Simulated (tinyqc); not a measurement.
## Inverter chain driving a load

N inverters, each f = Hc^(1/N) times larger than the one before: delay tau N (f + pp). Switched capacitance in units of the first input, with output capacitance pp times the input: Hc + (1 + pp)(Hc - 1)/(f - 1).

Values chosen for this exercise:

| symbol | value | unit | meaning |
|---|---|---|---|
| Hc | 130 |  | load over the input capacitance of the chain |
| pp | 1 |  | parasitic delay of an inverter |
| tau | 3.8 | ps | delay unit |

Inverter chain driving a load:
```
N,f,delay (ps),switched capacitance
1,130.00,497.80,132.00
2,11.402,94.253,154.80
3,5.0658,69.150,193.46
4,3.3766,66.525,238.56
5,2.6472,69.297,286.63
6,2.2507,74.117,336.28
7,2.0044,79.918,386.86
8,1.8376,86.262,438.04
```

Read the table: what changes, and by how much?

The delay goes from 498 through a minimum of 66.5 (at N = 4 among the rows listed) to 86.3 ps. The best stage effort solves pp + rho (1 - ln rho) = 0, rho = 3.59, which gives N = ln Hc/ln rho = 3.81. One stage fewer than the best costs 3.9 % in delay and saves 19 % of the switched capacitance.

Computed by the program tinyqc: `OMP_NUM_THREADS=1 python tinyqc.py 2082146 2082147 out.jsonl`, one thread of a shared Intel Xeon 2.30GHz, about 0.01 s for the whole run.
